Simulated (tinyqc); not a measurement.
Worked calculation: vibrations of a mass or spring defect in a linear chain. Computed by tinyqc, a small Python program that keeps every step. Command: `OMP_NUM_THREADS=1 python tinyqc.py 3006562 3006563 out.jsonl localmode walk`. One thread of a shared host (Intel(R) Xeon(R) Processor @ 2.30GHz), about 0.01 s of CPU time with the checks. Intermediate numbers are printed to about 7 digits and carried at full precision; extremes and crossings named in words are read from the listed rows.

A ring of N atoms with nearest-neighbour springs k and motion along the chain. Atom 1 is the defect, of mass M', and its two springs are k'. All other atoms have the mass M.

Inputs (values chosen for the exercise, for a model chain): spring constant k = 12.8 eV/angstrom^2; host mass M = 95.3 u; defect mass M' = 8.48 u; spring ratio k'/k at the defect = 1; atoms in the ring N = 8; isotope mass step = 1 u.

Host: monatomic.

Constants: nu for 1 eV/(angstrom^2 u) = 15.6333042 THz.

## Band edges of the host

Host band: lambda from 0 to 4k/M. nu = 15.6333042 THz x sqrt(lambda), lambda in eV/(angstrom^2 u).

band edges (THz): [0.00000, 11.45880]

## Dynamical matrix of the ring

D_ii = (sum of the two springs at i)/M_i, D_ij = -k_ij/sqrt(M_i M_j) for neighbours, closed into a ring.

D (eV/(angstrom^2 u)):
```
[[3.018868, -0.450262, 0.000000, 0.000000, 0.000000, 0.000000, 0.000000, -0.450262],
 [-0.450262, 0.268625, -0.134313, 0.000000, 0.000000, 0.000000, 0.000000, 0.000000],
 [0.000000, -0.134313, 0.268625, -0.134313, 0.000000, 0.000000, 0.000000, 0.000000],
 [0.000000, 0.000000, -0.134313, 0.268625, -0.134313, 0.000000, 0.000000, 0.000000],
 [0.000000, 0.000000, 0.000000, -0.134313, 0.268625, -0.134313, 0.000000, 0.000000],
 [0.000000, 0.000000, 0.000000, 0.000000, -0.134313, 0.268625, -0.134313, 0.000000],
 [0.000000, 0.000000, 0.000000, 0.000000, 0.000000, -0.134313, 0.268625, -0.134313],
 [-0.450262, 0.000000, 0.000000, 0.000000, 0.000000, 0.000000, -0.134313, 0.268625]]
```

## Frequencies of the ring

Diagonalise D and leave out the zero eigenvalue of the uniform shift.

nonzero frequencies (THz): [4.38509, 4.92001, 8.10260, 8.91177, 10.58655, 11.16368, 27.78788]

1 mode(s) lie outside the host bands, at 27.788 THz.

## The highest mode of a long ring

The same matrix for 120 atoms; amplitudes are the mass-weighted eigenvector, in size, relative to the defect, for the highest mode; its weight is the squared component of the normalised eigenvector on the defect.

highest frequency, long ring = 27.78788 THz

weight of the highest mode on the defect = 0.9534373

amplitudes on atoms 1 to 8: [1.000000e+00, 1.560942e-01, 7.268168e-03, 3.384256e-04, 1.575801e-05, 7.337356e-07, 3.416471e-08, 1.590802e-09]

ratio to the top of the host band = 2.425025

A local mode: it lies 142.5 % above the host band and its amplitude falls by a factor 461.24 every two atoms beyond the first neighbour.

## Closed form for a light mass defect

With eps = 1 - M'/M and unchanged springs, the Green-function condition of the infinite chain gives nu = nu_max/sqrt(1 - eps^2), with nu_max the upper band edge, and the displacement alternates in sign and falls by (1 - eps)/(1 + eps) an atom.

eps = 0.9110178

local-mode frequency = 27.78788 THz

decay factor per atom = 0.04656271

## Convergence with the size of the ring

The formulas are those given above.

Highest mode:
```
N    frequency (THz)  weight on the defect  modes outside the bands
4           27.78916             0.9531587                        1
6           27.78789             0.9534363                        1
8           27.78788             0.9534373                        1
12          27.78788             0.9534373                        1
20          27.78788             0.9534373                        1
40          27.78788             0.9534373                        1
80          27.78788             0.9534373                        1
120         27.78788             0.9534373                        1
```

The local mode is within 0.01 % of its final value from N = 4 on, and its weight on the defect settles at 0.953: a bound mode needs only a cell larger than its decay length.

## Isotope shift of the local mode

Raise M' by the isotope step in the 120-atom ring. First order, good only for a step much smaller than M': Delta nu/nu = -(1/2) (weight on the defect) Delta M'/M'; a defect vibrating against fixed neighbours would give sqrt(M'/(M' + step)) - 1.

shift, exact = -5.160474 %

shift, first order = -5.621682 %

shift, fixed neighbours = -5.421209 %

The shift is 95 % of the fixed-neighbour value; all other atoms together carry 5 % of the kinetic energy of the mode.

Checks made by the program: closed form against the long ring (relative difference below 1e-10).
